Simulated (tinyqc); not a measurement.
Oxide trap near a transistor channel: two-state multiphonon kinetics, telegraph noise and bias instability. Inputs raised by 2 %, one at a time. Computed by tinyqc, a small Python program. Command: `OMP_NUM_THREADS=1 python tinyqc.py 3008538 3008539 out.jsonl oxidetrap sens`. One thread of a shared host (Intel(R) Xeon(R) Processor @ 2.30GHz), about 0.01 s of CPU time with the checks.

An n-channel device under positive gate bias. The trap is empty (state 1) or holds an electron (state 2); both states are parabolas of equal curvature, and the electron reservoir is taken at the Fermi level of the channel.

Inputs (values chosen for the exercise, with an insulator like HfO2 on silicon): insulator constant eps_ox = 21.5; insulator thickness t_ox = 6.5 nm; trap depth x from the interface = 1.4 nm; tunnel barrier phi_b = 1.56 eV; tunnelling mass m_ox = 0.21 m_0; trap level above E_F at zero field E_t = 0.39 eV; relaxation energy E_R = 2.5 eV; oxide field F = 1.8 MV/cm; attempt rate k_0 at the interface = 1e+11 1/s; temperature T = 200 K; channel width W = 110 nm; channel length L = 42 nm; frequency f = 5000 Hz; stress time t_s = 200 s; trap density N_t = 1.2e+19 cm^-3 eV^-1; mean capture barrier mu_c = 1.5 eV; spread of the barriers s_c = 0.14 eV; saturation shift dV_max = 47 mV.

Parts treated: one trap and an ensemble.

Constants: hbar^2/(2 m_0) = 3.80998212 eV angstrom^2; k_B = 8.617333262e-05 eV/K; eps_0 = 8.8541878128e-12 F/m; e = 1.602176634e-19 C.

Method:
- kappa = sqrt(2 m_ox phi_b)/hbar = sqrt(m_ox phi_b/(hbar^2/2m_0)); attenuation length lambda = 1/(2 kappa); factor exp(-x/lambda) for a rectangular barrier.
- E_21 = E_t - e F x is the energy of state 2 over state 1; barriers E_c = (E_R + E_21)^2/(4 E_R), E_e = E_c - E_21; tau_c = exp(E_c/k_B T)/(k_0 P), tau_e = exp(E_e/k_B T)/(k_0 P), P the tunnelling factor; occupation f_2 = tau_e/(tau_c + tau_e); 1/tau_0 = 1/tau_c + 1/tau_e.
- From the zero-field occupation f(0), f(t) = f_2 + (f(0) - f_2) exp(-t/tau_0) under the field; after t_s the field is removed and f relaxes with the zero-field constants.
- McWhorter number fluctuations for traps uniform in depth and energy: S_V = e^2 k_B T N_t lambda/(W L C_ox^2 f), C_ox = eps_ox eps_0/t_ox. The number of traps within k_B T in energy and one decade in time is N_t k_B T lambda ln(10) W L.
- For a normal spread of capture barriers (given for the stress field, with depth and field not resolved, k_0 being taken as the effective rate of the ensemble), traps with barrier below k_B T ln(k_0 t) are filled: dV(t) = (dV_max/2) erfc((mu_c - k_B T ln(k_0 t))/(sqrt(2) s_c)); local exponent n = d ln dV/d ln t (central difference, factor 1.01 in t).

Runs:
```
input moved                              from         to  emission time tau_e (s)  shift after t_s (mV)  1/f noise S_V(f) (V^2/Hz)  half-time of recovery (s)
base run                                    -          -               4.2105e+06            8.9579e-11                 4.5688e-11                     4220.7
trap depth x from the interface (nm)      1.4      1.428               5.6979e+06            8.9579e-11                 4.5688e-11                     4974.0
tunnel barrier phi_b (eV)                1.56     1.5912               4.5690e+06            8.9579e-11                 4.5238e-11                     4580.1
tunnelling mass m_ox (m_0)               0.21     0.2142               4.5690e+06            8.9579e-11                 4.5238e-11                     4580.1
channel width W (nm)                      110      112.2               4.2105e+06            8.9579e-11                 4.4792e-11                     4220.7
mean capture barrier mu_c (eV)            1.5       1.53               4.2105e+06            1.9200e-11                 4.5688e-11                     4220.7
spread of the barriers s_c (eV)          0.14     0.1428               4.2105e+06            2.3284e-10                 4.5688e-11                     4220.7
trap density N_t (cm^-3 eV^-1)        1.2e+19  1.224e+19               4.2105e+06            8.9579e-11                 4.6602e-11                     4220.7
```

Exponents ln(y'/y) / ln(x'/x):
```
input                            emission time tau_e  shift after t_s  1/f noise S_V(f)  half-time of recovery
trap depth x from the interface               15.276            0.000               0.0                  8.292
tunnel barrier phi_b                           4.126            0.000              -0.5                  4.126
tunnelling mass m_ox                           4.126            0.000              -0.5                  4.126
channel width W                                0.000            0.000              -1.0                  0.000
mean capture barrier mu_c                      0.000          -77.779               0.0                  0.000
spread of the barriers s_c                     0.000           48.238               0.0                  0.000
trap density N_t                               0.000            0.000               1.0                  0.000
```

Among the inputs moved here: emission time tau_e answers most in size to trap depth x from the interface (exponent +15.276), next to tunnel barrier phi_b (+4.126); its exponent is below 0.0005 for channel width W, mean capture barrier mu_c, spread of the barriers s_c, trap density N_t. Shift after t_s answers most in size to mean capture barrier mu_c (exponent -77.779), next to spread of the barriers s_c (+48.238); its exponent is below 0.0005 for trap depth x from the interface, tunnel barrier phi_b, tunnelling mass m_ox, channel width W, trap density N_t. 1/f noise S_V(f) answers most in size to channel width W (exponent -1.000), and about equally to trap density N_t (+1.000); its exponent is below 0.0005 for trap depth x from the interface, mean capture barrier mu_c, spread of the barriers s_c. Its exponent -1.000 in channel width W: noise power falls as 1/area. Its exponent +1.000 in trap density N_t: independent traps add in power. Half-time of recovery answers most in size to trap depth x from the interface (exponent +8.292), next to tunnel barrier phi_b (+4.126); its exponent is below 0.0005 for channel width W, mean capture barrier mu_c, spread of the barriers s_c, trap density N_t.

Caution (all rows): at this temperature nuclear tunnelling through such barriers shortens the times below these classical values. Caution (all rows): N_t k_B T lambda ln(10) W L, the number of active traps per decade, is below one, so S_V is only the mean over many devices. Caution (all rows): the shift after t_s is too small to measure: the filling front has hardly reached the barriers.
